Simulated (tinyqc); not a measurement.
From results to parameters: minimal-basis H2. Computed by the program tinyqc with PySCF.

Problem. For two electrons in the two orbitals of minimal-basis H2, the CIS energies are e2 - e1 - J12 + 2 K12 and e2 - e1 - J12, and E_corr = D - sqrt(D^2 + K12^2) with 2D the energy of the double excitation. Find J12, K12, D, the MP2 energy and the weight of the double excitation.

orbital gap e2 - e1 = 1.06034085 hartree
CIS singlet and triplet energies (hartree): 0.800874  0.420672
FCI correlation energy = -0.02802117 hartree

Solution. Half the singlet-triplet splitting is K12, the gap less the triplet energy is J12, D = (E_corr^2 - K12^2)/(2 E_corr), MP2 is -K12^2/(2 gap), and the weight is c^2/(1 + c^2) with c = E_corr/K12.

J12, K12, D (hartree): 0.640  0.190  0.631
MP2 correlation energy = -0.01704 hartree
weight of the double excitation = 0.0213
